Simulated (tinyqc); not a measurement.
Inside a calculation. Method: UHF in the 6-31g basis, for H2, spin multiplicity 1. One step of it, computed by the program tinyqc.

Task: Iteration 3: building the Fock matrix. J_ij = sum D_kl (ij|kl) with D = D(alpha) + D(beta), K_ij = sum D_kl (ik|jl) for each spin; F = H + J - K(s); E = tr D H + tr D J / 2 - 0.5 sum_s tr D(s) K(s) + E_nn.

D(alpha) after iteration 2, order 1H 1s, 1H 2s, 2H 1s, 2H 2s:
$$\begin{pmatrix}
0.169291 & 0.197762 & 0.095902 & 0.024008 \\
0.197762 & 0.231020 & 0.112030 & 0.028045 \\
0.095902 & 0.112030 & 0.054328 & 0.013600 \\
0.024008 & 0.028045 & 0.013600 & 0.003405
\end{pmatrix}$$

D(beta) after iteration 2, order 1H 1s, 1H 2s, 2H 1s, 2H 2s:
$$\begin{pmatrix}
0.054328 & 0.013600 & 0.095902 & 0.112030 \\
0.013600 & 0.003405 & 0.024008 & 0.028045 \\
0.095902 & 0.024008 & 0.169291 & 0.197762 \\
0.112030 & 0.028045 & 0.197762 & 0.231020
\end{pmatrix}$$

core Hamiltonian H = T + V (hartree), order 1H 1s, 1H 2s, 2H 1s, 2H 2s:
$$\begin{pmatrix}
-0.931703 & -0.906625 & -0.755985 & -0.752352 \\
-0.906625 & -0.918228 & -0.752352 & -0.839041 \\
-0.755985 & -0.752352 & -0.931703 & -0.906625 \\
-0.752352 & -0.839041 & -0.906625 & -0.918228
\end{pmatrix}$$

Two-electron integrals (ij|kl) in chemists' order, unique and non-zero (hartree):
```
(11|11) 1.076566   (21|11) 0.578470   (21|21) 0.329423   (22|11) 0.587396
(22|21) 0.361304   (22|22) 0.453150   (31|11) 0.375596   (31|21) 0.214316
(31|22) 0.234696   (31|31) 0.173091   (32|11) 0.331341   (32|21) 0.201476
(32|22) 0.244214   (32|31) 0.169949   (32|32) 0.186447   (33|11) 0.640427
(33|21) 0.396892   (33|22) 0.490732   (33|31) 0.375596   (33|32) 0.429318
(33|33) 1.076566   (41|11) 0.429318   (41|21) 0.245404   (41|22) 0.270753
(41|31) 0.169949   (41|32) 0.163144   (41|33) 0.331341   (41|41) 0.186447
(42|11) 0.471098   (42|21) 0.291486   (42|22) 0.370468   (42|31) 0.206642
(42|32) 0.225076   (42|33) 0.471098   (42|41) 0.225076   (42|42) 0.320635
(43|11) 0.396892   (43|21) 0.245778   (43|22) 0.308298   (43|31) 0.214316
(43|32) 0.245404   (43|33) 0.578470   (43|41) 0.201476   (43|42) 0.291486
(43|43) 0.329423   (44|11) 0.490732   (44|21) 0.308298   (44|22) 0.405903
(44|31) 0.234696   (44|32) 0.270753   (44|33) 0.587396   (44|41) 0.244214
(44|42) 0.370468   (44|43) 0.361304   (44|44) 0.453150
```

nuclear repulsion = 0.68280930 hartree

Give: Coulomb J; exchange K(alpha); exchange K(beta); F(alpha); F(beta); total energy of this density.

Result:

Coulomb J (hartree), order 1H 1s, 1H 2s, 2H 1s, 2H 2s:
$$\begin{pmatrix}
1.453 & 0.855 & 0.641 & 0.665 \\
0.855 & 0.997 & 0.665 & 0.869 \\
0.641 & 0.665 & 1.453 & 0.855 \\
0.665 & 0.869 & 0.855 & 0.997
\end{pmatrix}$$

exchange K(alpha) (hartree), order 1H 1s, 1H 2s, 2H 1s, 2H 2s:
$$\begin{pmatrix}
0.656 & 0.512 & 0.413 & 0.436 \\
0.512 & 0.449 & 0.369 & 0.393 \\
0.413 & 0.369 & 0.407 & 0.358 \\
0.436 & 0.393 & 0.358 & 0.360
\end{pmatrix}$$

exchange K(beta) (hartree), order 1H 1s, 1H 2s, 2H 1s, 2H 2s:
$$\begin{pmatrix}
0.407 & 0.358 & 0.413 & 0.369 \\
0.358 & 0.360 & 0.436 & 0.393 \\
0.413 & 0.436 & 0.656 & 0.512 \\
0.369 & 0.393 & 0.512 & 0.449
\end{pmatrix}$$

F(alpha) (hartree), order 1H 1s, 1H 2s, 2H 1s, 2H 2s:
$$\begin{pmatrix}
-0.135 & -0.564 & -0.528 & -0.523 \\
-0.564 & -0.370 & -0.456 & -0.363 \\
-0.528 & -0.456 & 0.114 & -0.410 \\
-0.523 & -0.363 & -0.410 & -0.281
\end{pmatrix}$$

F(beta) (hartree), order 1H 1s, 1H 2s, 2H 1s, 2H 2s:
$$\begin{pmatrix}
0.114 & -0.410 & -0.528 & -0.456 \\
-0.410 & -0.281 & -0.523 & -0.363 \\
-0.528 & -0.523 & -0.135 & -0.564 \\
-0.456 & -0.363 & -0.564 & -0.370
\end{pmatrix}$$

total energy of this density = -1.10697 hartree
